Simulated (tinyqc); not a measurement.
## Lossy interposer transmission line with skin effect: effect of the load resistance

A uniform line in a homogeneous dielectric: c = sqrt(er)/(c0 Z0), l = Z0 sqrt(er)/c0 (c0 = 299792458 m/s), g = w c td, w = 2 pi f. The resistance joins its limits as r = sqrt(r_dc^2 + r_hf^2), with r_dc = rho/(wd th), r_hf = kr rho/(2 delta (wd + th)), delta = sqrt(rho/(pi f mu0)), mu0 = 4 pi 1e-7 H/m; this is an interpolation, and internal inductance, up to 0.05 nH/mm at low frequency, is neglected.

gamma = sqrt((r + i w l)(g + i w c)) = alpha + i beta, Zc = sqrt((r + i w l)/(g + i w c)), roots with positive real part; loss 8.685889638 alpha in dB; phase velocity w/beta. ZL = 1/(1/RL + i w CL); reflection (ZL - Zc)/(ZL + Zc); Zin = Zc (ZL + Zc tanh(gamma len))/(Zc + ZL tanh(gamma len)); H = V_load/V_source = [Zin/(Zin + Rg)]/[cosh(gamma len) + (Zc/ZL) sinh(gamma len)].

Inputs (values chosen for the exercise): width of the strip wd = 3.8 um; thickness of the strip th = 1.5 um; resistivity rho = 1.8 uohm cm; relative permittivity er = 4.2; loss tangent td = 0.02; lossless impedance sqrt(l/c) Z0 = 40 ohm; factor for crowding and the return path kr = 2; length len = 14 mm; source resistance Rg = 100 ohm; load capacitance CL = 100 fF; frequency f = 0.45 GHz.

The same in every row: r (ohm/mm) = 3.3333; r/(w l) = 4.3114; loss (dB/mm) = 0.22250; |Zc| (ohm) = 84.142; phase velocity over c0 = 0.29861; length in wavelengths = 0.070375.

Results:
```
RL (ohm)  |H| (dB)
10         -23.846
25         -16.784
50         -12.117
75         -9.7918
150        -6.6698
10000      -2.1767
```

Estimate the missing row, RL = 500 ohm.

Computed row:
```
RL (ohm)  |H| (dB)
500        -3.6762
```

With this row back in the table: As RL goes from 10 to 10000, the loss stays at 0.223 dB/mm, |Zc| stays at 84.1 ohm and |H| goes from -23.8 to -2.18 dB, with its highest value among the rows, -2.18 dB, at RL = 10000.

Computed by the program tinyqc: `OMP_NUM_THREADS=1 python tinyqc.py 2810183 2810184 out.jsonl`, one thread of a shared Intel Xeon 2.30GHz, about 0.01 s for the whole run.
